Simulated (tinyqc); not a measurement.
Resistance of a tapered via with liner, size effect and interface: two steps of the calculation.

A round via whose diameter grows from db at the bottom as D(z) = db + 2 z/tan(ang). The fill, of diameter D - 2 tl, starts above the bottom liner (thickness fb tl) and has rho = rho0 (1 + ks lam/(D - 2 tl)); the sidewall liner conducts in parallel with it. The bottom liner and the interface are crossed over the full area pi db^2/4. Spreading in the lines above and below is left out.

Parameters, values chosen for the exercise; fill metal close to molybdenum:
- db = 60 nm (diameter at the bottom)
- hv = 230 nm (height)
- ang = 88 degrees (sidewall angle)
- rho0 = 5.43 uohm cm (bulk resistivity of the fill)
- lam = 11 nm (mean free path of the fill)
- ks = 1.6 (size-effect factor)
- tl = 0.1 nm (liner on the sidewall)
- fb = 1 (liner at the bottom over that on the sidewall)
- rl = 200 uohm cm (resistivity of the liner)
- ri = 1.5e-12 ohm cm^2 (interface resistivity at the bottom)
- Sb = 1.3e15 S/m^2 (ballistic conductance per area, about 3/(4 rho0 lam))

Task 1. Slices of the via. Slices between z0 = fb tl and hv, evaluated at their midpoints: conductance per length pi/4 [(D - 2 tl)^2/rho + (D^2 - (D - 2 tl)^2)/rl], slice resistance = slice height over that. 9 slices.

Find: z; D; rho; slice resistance.

Result 1.

```
slice  z (nm)  D (nm)  rho (uohm cm)  slice resistance (ohm)
0      12.872  60.899         7.0045                 0.61818
1      38.417  62.683         6.9595                 0.57965
2      63.961  64.467         6.9170                 0.54457
3      89.506  66.251         6.8769                 0.51256
4      115.05  68.035         6.8388                 0.48327
5      140.59  69.819         6.8027                 0.45640
6      166.14  71.603         6.7684                 0.43169
7      191.68  73.387         6.7358                 0.40892
8      217.23  75.172         6.7047                 0.38790
```

Task 2. Total resistance. R_fill = sum of the slices; R_bottom = rl fb tl/(pi db^2/4); R_interface = ri/(pi db^2/4); ballistic (Sharvin) limit 1/(Sb pi (db - 2 tl)^2/4); ideal cylinder rho0 hv/(pi db^2/4).

slice resistance, slice 0 to 8 (ohm): 0.61818346  0.57964623  0.54457218  0.51256129  0.48326936  0.45639893  0.43169195  0.40892364  0.38789756

Wanted: parts; R; shares; ballistic limit; ideal cylinder.

Result 2.

parts (ohm): fill 4.423, bottom liner 0.07074, interface 0.05305
R = 4.547 ohm
shares (%): fill 97.28, bottom liner 1.56, interface 1.17
ballistic limit = 0.2739 ohm
ideal cylinder = 4.417 ohm

The fill is the largest part, and R is 1.03 times the ideal cylinder. With 2000 slices R = 4.5479 ohm.

Numbers from tinyqc (`OMP_NUM_THREADS=1 python tinyqc.py 2750031 2750032 out.jsonl`; about 0.01 s on one thread of a shared Intel Xeon 2.30GHz).
